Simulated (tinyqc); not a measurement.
Rutherford backscattering from a thin compound film on silicon: kinematics, yields, composition and thickness: one step, computed by the program tinyqc. Command: `OMP_NUM_THREADS=1 python tinyqc.py 3003817 3003818 out.jsonl rbs walk`. One thread of a shared host (Intel(R) Xeon(R) Processor @ 2.30GHz), about 0.01 s of CPU time with the checks.

Singly charged helium ions (Z1 = 2, M1 = 4.0026 u) enter at the tilt angle a1 to the normal and leave at a2 = |180 - theta - tilt| in the same plane. The film is A B_x.

Problem. Peak widths (surface approximation). Stopping per atom eps(E) = eps(2 MeV) (E/2 MeV)^(-0.4) (a law chosen for the exercise); Bragg rule eps_film = (eps_A + x eps_B)/(1 + x); areal density N d, with 1/nm^2 = 0.1 x 1e15/cm^2. Width of the signal of element i: [K_i eps(E0)/cos a1 + eps(K_i E0)/cos a2] N d; depth resolution = resolution x d/width of A; energy lost on the way in = eps(E0) N d/cos a1.

Inputs (values chosen for the exercise, modelled on a helium beam on SiGe): beam energy E0 = 2.2 MeV; scattering angle theta = 170 degrees; tilt of the sample = 30 degrees; heavy element: stopping eps_A at 2 MeV = 74.9 1e-15 eV cm^2; light element: mass M_B = 28.09 u; light element: stopping eps_B at 2 MeV = 47.4 1e-15 eV cm^2; atoms of B per atom of A, x = 2.76; atomic density of the film = 49.3 1/nm^3; film thickness d = 28 nm; detector resolution (FWHM) = 11 keV.

kinematic factors: A 0.8032594, B 0.5657840, Si 0.5657840

Give: areal density N d; film stopping at E0; widths; depth resolution; energy lost on the way in.

Solution.

areal density N d = 138.04 1e15 atoms/cm^2

film stopping at E0 = 52.67 1e-15 eV cm^2

widths (keV): A 15.19, B 14.47

depth resolution = 20.28 nm

energy lost on the way in = 8.395 keV

The signal of A spans 1.4 resolution widths, so its width measures the thickness. Caution: the silicon signal of the film merges with that of the substrate, so only the width of A can be read directly.
